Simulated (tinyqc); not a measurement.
MOS capacitor on a p-type substrate, surface potential from the exact charge relation: two steps of the calculation.

Uniform p-type substrate, Boltzmann statistics, full ionisation, classical densities. psi is the surface potential against the body (positive when the bands bend down) and u = psi/Vt. Traps are spread evenly over the gap and neutral at flat band, so their charge is -q Dit psi; the minority quasi-Fermi level is shifted by Vb.

Parameters, values chosen for the exercise; band and dielectric values close to those of silicon:

| symbol | value | unit | meaning |
|---|---|---|---|
| T | 300 | K | temperature |
| Eg | 1.1 | eV | band gap |
| eps_r | 11.7 |  | relative permittivity |
| Nc | 2.76e19 | cm^-3 | conduction-band density of states at T |
| Nv | 2.62e19 | cm^-3 | valence-band density of states at T |
| N | 5.1e15 | cm^-3 | acceptor density of the substrate |
| eox | 3.9 |  | relative permittivity of the gate insulator (close to silicon dioxide) |
| tox | 2.1 | nm | insulator thickness |
| Nf | -3.4e10 | cm^-2 | fixed charge at the interface, in units of q |
| Dit | 0 | cm^-2 eV^-1 | density of interface traps |
| Vb | 0.9 | V | reverse bias of the inversion layer against the body |
| Vg | -0.49 | V | gate voltage against the body |

Constants: q = 1.602176634e-19 C, kB = 1.380649e-23 J/K, Vt = kB T/q, eps0 = 8.8541878128e-14 F/cm where lengths are in cm. Results are converted to the units shown.

Task 1. Newton step for the surface potential. u = psi/Vt; F^2 = exp(-u) + u - 1 + r (exp(u) - u - 1); Qs = -sign(u) Q0 F; Cs = -dQs/dpsi = (Q0/Vt) |1 - exp(-u) + r (exp(u) - 1)|/(2 F). f = Vfb + psi + (q Dit psi - Qs)/Cox - Vg, f' = 1 + (Cs + q Dit)/Cox, psi(new) = psi - f/f'.

psi after iteration 2 = -0.16842337 V
Cox = 1.6443492 uF/cm^2
Vfb = -0.22580063 V
Q0 = 6.6156063 nC/cm^2
r = 7.0072689e-27

Wanted: u; F; Qs; Cs; f; f'; psi after iteration 3.

Result 1.

u = -6.5149
F = 25.838
Qs = 170.94 nC/cm^2
Cs = 3.3383 uF/cm^2
f = -0.0081775 V
f' = 3.0302
psi after iteration 3 = -0.16572 V

Task 2. Charges, field and capacitances at the solution. ni = sqrt(Nc Nv) exp(-Eg/(2 Vt)), Eg in volts; phiF = Vt ln(N/ni); Cox = eps0 eox/tox; Vfb = phiM - chi - (Eg - Vt ln(Nv/N)) - q Nf/Cox; Q0 = sqrt(2 eps0 eps_r q N Vt); r = (ni/N)^2 exp(-Vb/Vt); VT = Vfb + [(2 phiF + Vb)(1 + q Dit/Cox) + sqrt(2 eps0 eps_r q N (2 phiF + Vb))/Cox].

Low frequency: 1/C_LF = 1/Cox + 1/(Cs + q Dit). High frequency, in the simple estimate in which traps and minority carriers do not follow: 1/C_HF = 1/Cox + 1/Cd, Cd being Cs with r = 0 at the same psi. Minority sheet density N_inv = (Q0/(2 q)) int_0^u r (exp(t) - 1)/F(t) dt for u > 0. Oxide field |Qs - q Dit psi + q Nf|/(eps0 eox).

converged psi = -0.16567700 V

Give: Qs; N_inv; oxide field; Cs; C_LF/Cox; C_HF/Cox.

Result 2.

Qs = 162.0 nC/cm^2
N_inv = 0 cm^-2
oxide field = 0.4534 MV/cm
Cs = 3.167 uF/cm^2
C_LF/Cox = 0.6582
C_HF/Cox = 0.6582

The surface is in accumulation (borders at |psi| = 0, phiF + Vb and 2 phiF + Vb = 1.56 V).

Numbers from tinyqc (`OMP_NUM_THREADS=1 python tinyqc.py 2060116 2060117 out.jsonl`; about 0.01 s on one thread of a shared Intel Xeon 2.30GHz).
